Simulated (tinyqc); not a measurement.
Interdiffusion in a binary couple: Darken equations, Kirkendall shift and Boltzmann-Matano analysis: one step, computed by the program tinyqc.

x is the mole fraction of B; the molar volume is constant, and the two halves are long enough to count as infinite.

Question. Boltzmann-Matano diffusivity. D~(x) = area/(2 t slope), with z counted from the original interface (the Matano plane); 1 um^2 = 1e-12 m^2.

Inputs (values chosen for the exercise, for a model alloy A-B): temperature T = 1010 K; time t = 290000 s.

area -int z dx from x_L to the local x = 17.63036 um

slope dx/dz at the local x = 9.215038e-04 1/um

Give: D~ from the profile.

Answer.

D~ from the profile = 3.299e-14 m^2/s
